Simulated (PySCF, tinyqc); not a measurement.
MP2 on RHF in the sto-3g basis, frozen core, for BeH+, spin multiplicity 1, step by step. The lowest restricted solution is unstable here: a spin-polarised one lies 0.0016 hartree lower (PySCF). One step of it, computed by the program tinyqc.

Problem. Iteration 1: building the Fock matrix. J_ij = sum D_kl (ij|kl), K_ij = sum D_kl (ik|jl); F = H + J - 0.5 K; E = tr D H + tr D J / 2 - 0.25 tr D K + E_nn.

D at the start, lower triangle:
```
            1Be 1s     1Be 2s   1Be 2px   1Be 2py   1Be 2pz     2H 1s
1Be 1s    1.725268
1Be 2s   -0.425918   1.660062
1Be 2px   0.000000   0.000000  0.000000
1Be 2py   0.000000   0.000000  0.000000  0.000000
1Be 2pz   0.008998  -0.022235  0.000000  0.000000  0.001353
2H 1s    -0.028524   0.112347  0.000000  0.000000  0.026294  0.744300
```

core Hamiltonian H = T + V (hartree), lower triangle:
```
            1Be 1s     1Be 2s    1Be 2px    1Be 2py    1Be 2pz      2H 1s
1Be 1s   -8.173177
1Be 2s   -2.011686  -2.401842
1Be 2px   0.000000   0.000000  -1.908454
1Be 2py   0.000000   0.000000   0.000000  -1.908454
1Be 2pz  -0.010812  -0.105971   0.000000   0.000000  -1.984239
2H 1s    -0.233477  -0.726589   0.000000   0.000000  -0.844703  -1.689050
```

Two-electron integrals (ij|kl) in chemists' order, unique and non-zero (hartree):
```
(11|11) 2.298831   (21|11) 0.392036   (21|21) 0.079539   (22|11) 0.570988
(22|21) 0.143041   (22|22) 0.417683   (31|31) 0.014607   (32|31) 0.021888
(32|32) 0.092265   (33|11) 0.569578   (33|21) 0.143083   (33|22) 0.417589
(33|33) 0.449859   (41|41) 0.014607   (42|41) 0.021888   (42|42) 0.092265
(43|43) 0.024249   (44|11) 0.569578   (44|21) 0.143083   (44|22) 0.417589
(44|33) 0.401360   (44|44) 0.449859   (51|51) 0.014607   (52|51) 0.021888
(52|52) 0.092265   (53|53) 0.024249   (54|54) 0.024249   (55|11) 0.569578
(55|21) 0.143083   (55|22) 0.417589   (55|33) 0.401360   (55|44) 0.401360
(55|55) 0.449859   (61|11) 0.044080   (61|21) 0.008938   (61|22) 0.016220
(61|33) 0.016115   (61|44) 0.016115   (61|51) 0.000793   (61|52) 0.001500
(61|55) 0.016439   (61|61) 0.001053   (62|11) 0.133120   (62|21) 0.033977
(62|22) 0.111759   (62|33) 0.107230   (62|44) 0.107230   (62|51) 0.004375
(62|52) 0.029358   (62|55) 0.120707   (62|61) 0.004225   (62|62) 0.049307
(63|31) 0.002744   (63|32) 0.013686   (63|53) 0.004773   (63|63) 0.003873
(64|41) 0.002744   (64|42) 0.013686   (64|54) 0.004773   (64|64) 0.003873
(65|11) 0.153455   (65|21) 0.039569   (65|22) 0.135949   (65|33) 0.128027
(65|44) 0.128027   (65|51) 0.006945   (65|52) 0.045119   (65|55) 0.151648
(65|61) 0.005083   (65|62) 0.067377   (65|65) 0.093991   (66|11) 0.305514
(66|21) 0.079204   (66|22) 0.293110   (66|33) 0.273071   (66|44) 0.273071
(66|51) 0.010572   (66|52) 0.095424   (66|55) 0.332835   (66|61) 0.009962
(66|62) 0.172592   (66|65) 0.247809   (66|66) 0.774606
```

nuclear repulsion = 1.22423878 hartree

Give: Coulomb J; exchange K; Fock matrix F; total energy of this density.

Solution.

Coulomb J (hartree), lower triangle:
```
         1Be 1s  1Be 2s  1Be 2px  1Be 2py  1Be 2pz   2H 1s
1Be 1s   4.8437
1Be 2s   0.9144  1.8067
1Be 2px  0.0000  0.0000   1.7877
1Be 2py  0.0000  0.0000   0.0000   1.7877
1Be 2pz  0.0085  0.0762   0.0000   0.0000   1.8365
2H 1s    0.1039  0.5280   0.0000   0.0000   0.6593  1.5704
```

exchange K (hartree), lower triangle:
```
         1Be 1s  1Be 2s  1Be 2px  1Be 2py  1Be 2pz   2H 1s
1Be 1s   3.7645
1Be 2s   0.6417  0.7703
1Be 2px  0.0000  0.0000   0.1658
1Be 2py  0.0000  0.0000   0.0000   0.1658
1Be 2pz  0.0062  0.0620   0.0000   0.0000   0.2480
2H 1s    0.0808  0.3452   0.0000   0.0000   0.2578  0.7051
```

Fock matrix F (hartree), lower triangle:
```
          1Be 1s   1Be 2s  1Be 2px  1Be 2py  1Be 2pz    2H 1s
1Be 1s   -5.2118
1Be 2s   -1.4181  -0.9803
1Be 2px   0.0000   0.0000  -0.2036
1Be 2py   0.0000   0.0000   0.0000  -0.2036
1Be 2pz  -0.0055  -0.0608   0.0000   0.0000  -0.2717
2H 1s    -0.1700  -0.3711   0.0000   0.0000  -0.3143  -0.4712
```

total energy of this density = -12.612749 hartree

This density is the starting one; it is not idempotent, so its energy is not variational and may lie below the converged one.
